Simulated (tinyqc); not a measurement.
Growth of the error with array size.

Square N x N arrays wired as follows: each row is driven at its left end through one segment rw, neighbouring nodes are joined by rw, each column ends in one more rw and a virtual ground. All cells have G = 50.0 uS and all rows V = 0.1 V, so the ideal current is N V G. The nodal equations are solved exactly.

Values chosen for this exercise: wire resistance between neighbouring cells rw = 5 ohm.

Growth of the error with array size:
```
N,ideal (uA),first column (uA),last column (uA),error of the last column (%),100 N^2 rw G
2,10.00,9.989,9.986,-0.1373,0.1000
4,20.00,19.94,19.91,-0.4357,0.4000
6,30.00,29.84,29.73,-0.8963,0.9000
8,40.00,39.67,39.39,-1.515,1.600
12,60.00,59.03,58.08,-3.202,3.600
16,80.00,77.88,75.65,-5.435,6.400
20,100.0,96.11,91.86,-8.140,10.00
```

Read the table: what changes, and by how much?

The error of the last column goes from -0.137 % at N = 2 to -8.14 % at N = 20, as N^(1.80) between N = 4 and 8 and N^(1.81) between the last two rows. The scale N^2 rw G (N segments carrying the current of up to N cells) is 1.06 times the error at N = 8. The last column carries 0.956 of the current of the first at N = 20.

tinyqc, about 0.02 s, one thread, Intel Xeon 2.30GHz (shared host): `OMP_NUM_THREADS=1 python tinyqc.py 2880048 2880049 out.jsonl`
